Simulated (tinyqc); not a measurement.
Sweep of a uniaxial [100] strain: strain-driven crossing of the Gamma and L valleys in a germanium-like crystal.

Biaxial loads: e0 is the in-plane strain e_par and the normal is free. (001): e_perp = -2 (C12/C11) e_par; exx = eyy = e_par, ezz = e_perp, no shear. (111): e_perp = -(2 C11 + 4 C12 - 4 C44)/(C11 + 2 C12 + 4 C44) e_par; exx = eyy = ezz = (2 e_par + e_perp)/3 and exy = eyz = ezx = (e_perp - e_par)/3. (110): e_perp = -(C11 + 3 C12 - 2 C44)/(C11 + C12 + 2 C44) e_par; exx = eyy = (e_par + e_perp)/2, ezz = e_par, exy = (e_perp - e_par)/2, eyz = ezx = 0. Uniaxial loads: a stress along n, scaled so that n.e.n = e0, with exx = s11 sxx + s12 (syy + szz), exy = s44 sxy/2, s11 = (C11 + C12)/((C11 - C12)(C11 + 2 C12)), s12 = -C12/((C11 - C12)(C11 + 2 C12)), s44 = 1/C44.

Edges from the unstrained valence top: Gamma at Eg + ac tr(e); an L valley with unit axis u at EgL + aL tr(e) + XuL (u.e.u - tr(e)/3), u along [111], [1-1-1], [-11-1], [-1-11]; valence edges are the levels of the 6 x 6 matrix of X, Y, Z times spin with -Dso/3 + l exx + m (eyy + ezz) on the diagonal (cyclic), n exy off it, l = av + 2 b, m = av - b, n = sqrt(3) d. Spin-orbit term (Dso/3) L.sigma on X, Y, Z with (L_k)_ij = -i epsilon_kij: <X+|H|Y+> = -i Dso/3, <X+|H|Z-> = Dso/3, <Y+|H|Z-> = -i Dso/3, <Z+|H|X-> = -Dso/3, <Z+|H|Y-> = i Dso/3, <X-|H|Y-> = i Dso/3, and their conjugates; + and - are the spin along z.

Constants: kB = 8.617333262e-05 eV/K.

Inputs chosen for the exercise (near those of Ge, gaps at low temperature; the results hold for these values, not for the real material): Eg = 0.907 eV (gap at Gamma to the s-like level); EgL = 0.74 eV (gap to L); Dso = 0.295 eV (spin-orbit splitting); ac = -8.35 eV (conduction deformation potential); av = 1.26 eV (valence hydrostatic potential); b = -2.53 eV (tetragonal shear potential); d = -5.36 eV (trigonal shear potential); aL = -1.59 eV (hydrostatic potential of the L edge, Xd + Xu/3); XuL = 16.34 eV (uniaxial potential, L); C11 = 129.6 GPa; C12 = 48.3 GPa; C44 = 67.5 GPa; load = uniaxial [100] (kind of strain); mG = 0.0411 m0 (mass at Gamma); mL = 0.548 m0 (density-of-states mass of the four L valleys together); T = 300 K (temperature).

The valence splitting is the distance of the top two edges. Share in Gamma = mG^(3/2)/(mG^(3/2) + (mL^(3/2)/4) sum_i exp(-(E_Li - E_Gamma)/kT)).

Results:
```
e0 (%)  direct gap (eV)  indirect gap (eV)  Gamma - L (meV)  valence splitting (meV)  share in Gamma (%)
0.00              0.907              0.740              167                        0             0.00321
0.80              0.846              0.704              142                       47             0.00836
1.60              0.785              0.668              118                       83              0.0217
2.40              0.724              0.632               93                      109              0.0565
3.20              0.664              0.595               68                      128               0.147
4.00              0.603              0.559               43                      140               0.381
4.80              0.542              0.523               19                      150               0.986
5.60              0.481              0.487               -6                      157                2.53
```

What can be read from this table?

Gamma drops below the lowest L valley between e0 = 4.80 and 5.60 %. The direct gap goes from 0.907 to 0.481 eV; of that change -0.180 eV comes from the rise of the valence top through the shear terms and the rest from the volume. The share in Gamma goes from 0.00321 to 2.53 %. Beyond about 3 % terms of second order in the strain, left out here, matter.

Computed by tinyqc, a small Python program: `OMP_NUM_THREADS=1 python tinyqc.py 1051407 1051408 out.jsonl` (the numbers bound the seed that draws the inputs); one thread of a shared host (Intel(R) Xeon(R) Processor @ 2.30GHz), about 0.01 s for the whole set of steps.
